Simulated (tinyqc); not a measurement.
Worked calculation: finite square well with mass mismatch (envelope functions). Values are carried at full precision from step to step, so a last printed digit may differ when a step is redone from the rounded ones.

A square well of width L and depth V0, mass mw inside and mb outside, energies from the bottom of the well, c = hbar^2/2m0. k = sqrt(mw E/c), kappa = sqrt(mb (V0 - E)/c). psi and psi'/m are continuous at the walls (BenDaniel-Duke), so level n solves k L + 2 atan[(k/mw)/(kappa/mb)] = n pi.

Constants: hbar^2/2m0 = 3.80998211 eV angstrom^2.

Parameters, chosen for this exercise (near those of a non-polar GaN well in AlGaN; shifted at random, so the results belong to these values and not to a real crystal): L = 44 angstrom (well width); V0 = 0.42 eV (barrier height); mw = 0.207 m0 (mass in the well); mb = 0.234 m0 (mass in the barrier); alpha_w = 0.16 1/eV (non-parabolicity in the well); alpha_b = 0.39 1/eV (non-parabolicity in the barrier).

## How many levels are bound

At E = V0 the arctangent equals pi/2, so level n is bound if k0 L > (n - 1) pi with k0 = sqrt(mw V0/c). Compare with the infinitely deep well, E1(hard) = c (pi/L)^2/mw.

k0 = 0.15106 1/angstrom
k0 L/pi = 2.1157
number of bound levels = 3
E1(hard) = 0.0938 eV

The count does not depend on mb. One more level binds at L = 62.4 angstrom.

## The lowest level by bisection

f(E) = k L + 2 atan[(k/mw)/(kappa/mb)] - pi rises with E. Twelve halvings of [0, V0]: keep the half in which f changes sign.

Bisection:
```
step  low (eV)  high (eV)  midpoint (eV)        k    kappa        f
1      0.00000    0.42000        0.21000  0.10682  0.11357   3.1903
2      0.00000    0.21000        0.10500  0.07553  0.13909   1.2828
3      0.00000    0.10500        0.05250  0.05341  0.15024  -0.0274
4      0.05250    0.10500        0.07875  0.06541  0.14477   0.6809
5      0.05250    0.07875        0.06563  0.05971  0.14753   0.3439
6      0.05250    0.06563        0.05906  0.05665  0.14889   0.1632
7      0.05250    0.05906        0.05578  0.05505  0.14956   0.0693
8      0.05250    0.05578        0.05414  0.05424  0.14990   0.0213
9      0.05250    0.05414        0.05332  0.05382  0.15007  -0.0030
10     0.05332    0.05414        0.05373  0.05403  0.14998   0.0092
11     0.05332    0.05373        0.05353  0.05393  0.15003   0.0031
12     0.05332    0.05353        0.05342  0.05387  0.15005   0.0000
```

After twelve halvings the bracket is V0/4096 = 0.103 meV wide.

## Bound levels

Solve the condition for each n (six at most). With A = cos(kL/2) for even and sin(kL/2) for odd levels, the probability in the barriers is Pb = (A^2/kappa)/(A^2/kappa + L/2 +/- sin(kL)/(2k)), + for even.

Levels:
```
n  parity  E (eV)  k (1/angstrom)  kappa (1/angstrom)      Pb
1    even  0.0534         0.05387             0.15005  0.0320
2     odd  0.2070         0.10604             0.11439  0.1462
3    even  0.4103         0.14931             0.02435  0.6368
```

The lowest level lies at 57 % of the infinite-well value and decays into the barrier over 1/kappa = 6.7 angstrom.

## Mass in the plane and density of states

To first order in the in-plane energy, 1/m_par = (1 - Pb)/mw + Pb/mb for each subband. Each adds a step D = m_par/(2 pi c) to the density of states per area (spin included, one valley); 1/angstrom^2 = 1e16/cm^2.

Subbands:
```
n  m_par (m0)  D (1e13/(eV cm^2))
1      0.2078               8.679
2      0.2106               8.795
3      0.2234               9.333
```

## Levels with energy-dependent masses

Non-parabolic bands: mw is replaced by mw (1 + alpha_w E) and mb by mb (1 - alpha_b (V0 - E)), in k, kappa and the matching condition alike.

Solve the same condition with the energy-dependent masses, and list the shift from the parabolic levels that exist in both.

Levels:
```
n  E (eV)  mass inside  mass outside  shift (meV)
1  0.0550       0.2088        0.2007          1.5
2  0.2059       0.2138        0.2145         -1.0
3  0.4011       0.2203        0.2323         -9.3
```

Level 1 moves by +1.5 meV and level 3 by -9.3 meV. The lighter mass deep in the barrier hardens the wall for low levels; the heavier mass in the well wins higher up.

## Checks

- Lowest level by finite differences (200 cells across the well) against the matching condition, eV: both 0.0534.

(tinyqc, `OMP_NUM_THREADS=1 python tinyqc.py 1281359 1281360 out.jsonl`, Intel(R) Xeon(R) Processor @ 2.30GHz, 1 thread, shared host, about 0.01 s.)
